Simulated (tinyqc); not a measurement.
Gate voltage for a given inversion charge.

Inverse problem. p-type body, charge-sheet picture, depletion and inversion only, full ionisation (an idealisation for deep acceptors), Boltzmann statistics (rough once Na exp(x - xn) passes about Nc/7). In units of Vt: xg = (Vg - Vfb)/Vt, x = psi/Vt, G = gamma/sqrt(Vt), xn = (2 phiF + Vc)/Vt. The implicit equation is (xg - x)^2 = G^2 [x - 1 + exp(x - xn)] for x above about 3. Cox = eps0 eox/tox. ni = sqrt(Nc Nv) exp(-Eg/(2 Vt)), Eg in volts; phiF = Vt ln(Na/ni); gamma = sqrt(2 q eps0 eps_r Na)/Cox. N_inv = (Cox Vt G/q) [sqrt(x - 1 + exp(x - xn)) - sqrt(x - 1)]. Find x - xn, psi and Vg.

Values chosen for this exercise; band and dielectric values close to those of silicon:

| symbol | value | unit | meaning |
|---|---|---|---|
| T | 300 | K | temperature |
| Eg | 1.14 | eV | band gap |
| eps_r | 11.7 |  | relative permittivity |
| Nc | 2.77e19 | cm^-3 | conduction-band density of states at T |
| Nv | 2.62e19 | cm^-3 | valence-band density of states at T |
| eox | 3.9 |  | relative permittivity of the gate insulator (close to silicon dioxide) |
| tox | 7.7 | nm | insulator thickness |
| Na | 2.1e17 | cm^-3 | acceptor density |
| Vfb | -0.75 | V | flat-band voltage |
| Vc | 0.2 | V | channel-body voltage |

Constants: q = 1.602176634e-19 C, kB = 1.380649e-23 J/K, Vt = kB T/q, eps0 = 8.8541878128e-14 F/cm where lengths are in cm. Results are converted to the units shown.

N_inv = 1.3e10 cm^-2

Solution. N_inv rises steadily with x, so it fixes x; the implicit equation then gives xg directly.

x - xn = -0.465
psi = 1.08 V
Vg = 0.935 V

tinyqc, about 0.01 s, one thread, Intel Xeon 2.30GHz (shared host): `OMP_NUM_THREADS=1 python tinyqc.py 2122229 2122230 out.jsonl`
